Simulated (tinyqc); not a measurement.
What moves the results: fitting sp3s* parameters to three gaps by Newton steps. A value that a table varies takes the place of the one given here.

sp3s* tight binding, nearest neighbours only: anion (a) at 0, cation (c) at a/4 (1,1,1), orbitals s, px, py, pz, s* on each; k in units of 2 pi/a. With phases e_j = exp(i (pi/2) k.n_j) for n = (1,1,1), (1,-1,-1), (-1,1,-1), (-1,-1,1): g0 = (e1+e2+e3+e4)/4, g1 = (e1+e2-e3-e4)/4, g2 = (e1-e2+e3-e4)/4, g3 = (e1-e2-e3+e4)/4. The diagonal holds the levels Esa, Epa, Exa (s*) and Esc, Epc, Exc. Anion-cation block: <sa|sc> = Vss g0; <sa|xc> = Vsapc g1; <xa|sc> = -Vscpa g1; <xa|xc> = Vxx g0; <xa|yc> = <ya|xc> = Vxy g3, <xa|zc> = <za|xc> = Vxy g2, <ya|zc> = <za|yc> = Vxy g1; <s*a|xc> = Vxapc g1; <xa|s*c> = -Vpaxc g1; y and z take g2 and g3 in place of g1; s-s* and s*-s* vanish.

Gaps are level 5 at Gamma, X = (1,0,0) and L = (1/2,1/2,1/2) less level 4 at Gamma; no spin-orbit coupling. Free parameters: Esa, Vxapc and Vscpa. H is linear in them, so by Hellmann-Feynman J_ij = <u|dH/dp_j|u> for level 5 at point i less the same for level 4 at Gamma. Newton: p(new) = p + J^-1 (target - gaps); stop when all misses are below 1e-7 eV.

Constants: hbar^2/2m0 = 3.80998211 eV angstrom^2.

Values chosen for the exercise (out of a larger set: near a published set for GaAs, fitted to gaps, whose masses and valley positions are rough; not measured data): p = (-8.31, 1.042, -2.651, 3.645, 8.65, 6.781, -6.504, 1.974, 5.037, 4.43, 5.764, 4.856, 4.775) eV (start, order Esa, Epa, Esc, Epc, Exa, Exc, Vss, Vxx, Vxy, Vsapc, Vscpa, Vxapc, Vpaxc); tg = (1.6607, 1.8741, 1.6256) eV (target gaps at Gamma, X, L); a = 5.657 angstrom (lattice constant).

## Equal gaps, different models

The same three targets are met with other triples of free parameters (those for which Newton converges within 3 eV of the start). Not fitted: level 5 at K = (3/4,3/4,0) above Ev, the spacing of levels 6 and 5 at X, the depth of level 2 at X below Ev, the valence width at Gamma, and the mass c q^2/(E(q) - E(0)) of level 5 along [100], q = 0.002 (2 pi/a), c = hbar^2/2m0.

Unfitted results:

| free parameters | largest change (eV) | K (eV) | X spacing (eV) | level 2 at X (eV) | valence width (eV) | mass (m0) |
|---|---|---|---|---|---|---|
| start | 0.000 | 1.988 | 0.403 | 7.442 | 12.552 | 0.1284 |
| Vss, Vxapc, Vpaxc | 0.530 | 1.825 | 0.226 | 7.590 | 12.580 | 0.1312 |
| Esc, Vxapc, Vpaxc | 0.596 | 1.822 | 0.202 | 7.589 | 12.541 | 0.1309 |
| Vss, Vsapc, Vpaxc | 0.301 | 1.851 | 0.498 | 7.465 | 12.580 | 0.1361 |
| Esa, Vxapc, Vscpa | 0.218 | 1.845 | 0.407 | 7.237 | 12.489 | 0.1411 |
| Vss, Exa, Exc | 1.000 | 1.821 | 0.184 | 7.489 | 12.580 | 0.1312 |
| Esc, Vsapc, Exc | 0.328 | 1.848 | 0.451 | 7.435 | 12.541 | 0.1358 |

All fitted rows have the same three gaps, yet they spread by 29 meV at K, 313 meV in the X spacing, 353 meV in level 2 at X, 91 meV in the valence width and 7.6 % in the mass. The smallest change of parameters, 0.218 eV, is that of Esa, Vxapc, Vscpa. A fit fixes what it was given and leaves the rest to the choice of free parameters.

## How errors in the targets pass to the parameters

J:
```
           Esa     Vxapc    Vscpa
Gamma  0.30054   0.00000  0.00000
X      0.10743  -0.85026  0.00000
L      0.14965  -0.24043  0.31983
```

The gaps at Gamma, X and L of an sp3s* model are fitted with Esa, Vxapc and Vscpa; J holds the derivatives of the gaps by these parameters at the start. The change of each parameter for +10 meV on one target is 10 J^-1, in meV.

Shifts (meV):

| target raised | Esa | Vxapc | Vscpa |
|---|---|---|---|
| Gamma | 33.3 | 4.2 | -12.4 |
| X | 0.0 | -11.8 | -8.8 |
| L | 0.0 | 0.0 | 31.3 |

root sum of squares (meV): Esa 33.3, Vxapc 12.5, Vscpa 34.8

Independent errors of 10 meV leave Vscpa least certain (35 meV) and Vxapc best fixed (12.5 meV). The largest single entry, 33 meV, comes from the target at Gamma.

Program tinyqc; command `OMP_NUM_THREADS=1 python tinyqc.py 1480616 1480617 out.jsonl`; about 0.3 s on one thread of a shared Intel(R) Xeon(R) Processor @ 2.30GHz.
